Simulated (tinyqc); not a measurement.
Channel length: inversion-layer mobility, back-scattering and ballistic limit of a field-effect transistor. Computed by tinyqc, a small Python program. Command: `OMP_NUM_THREADS=1 python tinyqc.py 3004914 3004915 out.jsonl mos walk`. One thread of a shared host (Intel(R) Xeon(R) Processor @ 2.30GHz), about 0.01 s of CPU time with the checks.

The charge at the top of the source barrier is fixed by the gate; series resistance and short-channel effects are left out. F_j are Fermi integrals normalised to exp(eta) in the classical limit.

Inputs (values chosen for the exercise, modelled on a silicon n-channel):

| quantity | value | unit |
|---|---|---|
| transport mass m | 0.19 | m_0 |
| valley degeneracy g_v | 2 | - |
| weight w of the inversion charge | 0.5 | - |
| permittivity eps | 11.7 | - |
| phonon mobility at 1 MV/cm and 300 K, mu_ph | 360 | cm^2/(V s) |
| roughness mobility at 1 MV/cm, mu_sr | 1300 | cm^2/(V s) |
| Coulomb mobility at N_inv = 1e12/cm^2, mu_C | 770 | cm^2/(V s) |
| electrical oxide thickness t_inv | 4.5 | nm |
| depletion charge N_dep | 9.4e+11 | 1/cm^2 |
| gate overdrive V_G - V_T | 0.81 | V |
| drain voltage V_D | 0.62 | V |
| exponent a of the critical length | 0.68 | - |
| temperature T | 300 | K |

Statistics at the top of the barrier: Fermi-Dirac.

Constants: eps_0 = 8.8541878128e-12 F/m; e = 1.602176634e-19 C; m_0 = 9.1093837015e-31 kg; k_B = 1.380649e-23 J/K; hbar = 1.054571817e-34 J s; k_B = 8.617333262e-05 eV/K.

Method:
- N_inv = 3.9 eps_0 (V_G - V_T)/(e t_inv); effective field E_eff = e (N_dep + w N_inv)/(eps eps_0).
- mu_phonon = mu_ph (E_eff/1 MV/cm)^(-0.3) (T/300 K)^(-1.75); mu_rough = mu_sr (E_eff/1 MV/cm)^(-2); mu_Coulomb = mu_C (N_inv/1e12 cm^-2) (T/300 K); Matthiessen's rule adds 1/mu.
- F_j(eta) = (1/Gamma(j + 1)) int_0^infinity x^j/(1 + exp(x - eta)) dx, F_0 = ln(1 + exp(eta)). Integrals over x = E/(k_B T) use 160 Gauss-Legendre points in u = sqrt(x) from 0 to sqrt(max(eta, 0) + 32).
- Ballistic channel: N_2D = g_v m k_B T/(pi hbar^2), U = e V_D/(k_B T); eta_F solves N_inv = (N_2D/2)[F_0(eta_F) + F_0(eta_F - U)]; v_T = sqrt(2 k_B T/(pi m)); I/W = e (N_2D/2) v_T [F_1/2(eta_F) - F_1/2(eta_F - U)]; injection velocity v_T F_1/2(eta_F)/F_0(eta_F).
- Mean free path lambda = (2 k_B T/e)(mu/v_T) F_0(eta_0)/F_-1/2(eta_0), with eta_0 from N_inv = N_2D F_0(eta_0); critical length l = L (1 + U)^(-a), an empirical rule; back-scattering r = l/(l + lambda). Then eta solves N_inv = (N_2D/2)[(1 + r) F_0(eta) + (1 - r) F_0(eta - U)] and I/W = e (N_2D/2) v_T (1 - r)[F_1/2(eta) - F_1/2(eta - U)].
- The last column is the long-channel law e N_inv mu V/L with V = V_D - V_D^2/(2 V_ov) below pinch-off and V_ov/2 above, V_ov = V_G - V_T.

inversion density N_inv = 3.87950e+12 1/cm^2

effective mobility mu = 375.003 cm^2/(V s)

ballistic current I/W = 990.005 microampere/micrometre

Currents (microampere/micrometre):

| L (nm) | r | I/W | ballistic ratio | long-channel law |
|---|---|---|---|---|
| 5 | 0.02888 | 928.38 | 0.93775 | 17841 |
| 10 | 0.05614 | 873.91 | 0.88273 | 8921 |
| 20 | 0.10631 | 782.02 | 0.78991 | 4460 |
| 40 | 0.19219 | 645.90 | 0.65242 | 2230 |
| 80 | 0.32242 | 478.79 | 0.48363 | 1115 |
| 160 | 0.48762 | 315.30 | 0.31848 | 558 |
| 400 | 0.70407 | 155.62 | 0.15719 | 223 |
| 1000 | 0.85607 | 68.65 | 0.06934 | 89 |

The current scales as L^-0.89 at the long end and as L^-0.09 at the short end, where it reaches 94 % of the ballistic 990. The long-channel law passes the ballistic limit between 80.0 and 160 nm and has no meaning below. At 1000 nm the model gives 0.77 times the long-channel law; the rule for l is a fit for short devices and fails wherever the model exceeds that law. Raising mu by 10 % at 20 nm raises I by 2.0 %.

Extremes, crossings and ranges named in words are read from the listed rows.
